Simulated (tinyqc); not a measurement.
Thin film between two gates, subbands and threshold shift from confinement: charge and subband filling against gate voltage.

Undoped body with a flat potential across it, hard walls, transport along x. Three valley pairs (g = 2 each) with the longitudinal mass along x, y or z. Non-parabolicity enters the subband edges through E (1 + al E) = gamma, so E = 2 gamma/(1 + sqrt(1 + 4 al gamma)); motion within a subband is taken as parabolic with the band-edge mass. Energies are counted from the bulk band edge.

gamma = C (pi k/(t + dl))^2/mz, C = hbar^2/(2 m0). Each subband has N_k = g sqrt(mx my) m0 kB T/(pi hbar^2). With degeneracy n = sum N_k F((EF - E_k)/Vt), F(x) = ln(1 + exp(x)); gate: Vg = EF + q n/(Cg P), P = 2 (both faces), summed over the 60 lowest subbands at most, with Vg counted from the value that would put EF at the bulk band edge of an empty body. Cq = q dn/dEF.

Inputs (values chosen for the exercise); masses close to those of silicon:
```
symbol  value     unit                                                meaning
T          77        K                                            temperature
ml      0.912       m0                                      longitudinal mass
mt      0.191       m0                                        transverse mass
al        0.5     1/eV                                       non-parabolicity
t         9.8       nm                               film thickness (along z)
dl        0.3       nm  widening of the box by penetration into the insulator
Cg        3.5  uF/cm^2                 gate capacitance per area of interface
```

Constants: q = 1.602176634e-19 C, kB = 1.380649e-23 J/K, hbar = 1.054571817e-34 J s, m0 = 9.1093837015e-31 kg, Vt = kB T/q, hbar^2/(2 m0) = 0.0380998212 eV nm^2. Results are converted to the units shown.

Result of one run:
```
EF - E_1 (eV)	n (cm^-2)	n/P (cm^-2)	share of the lowest subband (%)	Cq/(Cg P)	total C/(Cg P)
0.04430	3.503e13	1.751e13	20.19	26.90	0.9642
```

Which gate voltage Vg gave this result: 0.23, 0.47, 0.6 or 0.85 V?

Vg = 0.85 V.

The whole series:
```
Vg (V)	EF - E_1 (eV)	n (cm^-2)	n/P (cm^-2)	share of the lowest subband (%)	Cq/(Cg P)	total C/(Cg P)
-0.15	-0.1540	142.3	71.16	61.63	4.909e-10	4.909e-10
-0.02	-0.02494	3.973e10	1.987e10	61.39	0.1360	0.1197
0.1	0.009019	3.799e12	1.899e12	44.26	9.016	0.9002
0.23	0.01848	9.065e12	4.533e12	33.23	16.53	0.9429
0.35	0.02458	1.404e13	7.021e12	28.12	20.59	0.9537
0.47	0.02982	1.906e13	9.528e12	25.03	23.08	0.9585
0.6	0.03502	2.451e13	1.225e13	22.82	24.83	0.9613
0.72	0.03956	2.955e13	1.478e13	21.37	25.95	0.9629
0.85	0.04430	3.503e13	1.751e13	20.19	26.90	0.9642
```

EF passes E_1 = 0.00403 eV at Vg = 0.0351 V. The share of the lowest subband falls from 61.6 to 20.2 % and the total capacitance rises from 4.91e-10 to 0.964 of Cg P. In the last row 3.6 % of an added gate voltage goes into raising EF (from the last two rows). For Vg = 0.1, 0.23, 0.35, 0.47, 0.6, 0.72, 0.85 the charge would bend the potential across the body noticeably, which is left out.

tinyqc, about 0.05 s, one thread, Intel Xeon 2.30GHz (shared host): `OMP_NUM_THREADS=1 python tinyqc.py 2350098 2350099 out.jsonl`
